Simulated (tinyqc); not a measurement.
Tunnel rates from the two plateau currents.

Inverse problem. With only the 0-1 transition of a spin-degenerate level in the bias window, I = 2 q G_in G_out/(2 G_in + G_out). Find GL and GR.

Constants: q = 1.602176634e-19 C. Results are converted to the units shown.

sizes of the plateau currents for electrons entering from the left and from the right (pA): 9.0105318  8.1723428

Solution. q/I(left) = 1/GR + 1/(2 GL) and q/I(right) = 1/GL + 1/(2 GR) are linear in 1/GL and 1/GR.

GL = 0.07000 1/ns
GR = 0.09400 1/ns

Computed by the program tinyqc: `OMP_NUM_THREADS=1 python tinyqc.py 2780126 2780127 out.jsonl`, one thread of a shared Intel Xeon 2.30GHz, about 0.01 s for the whole run.
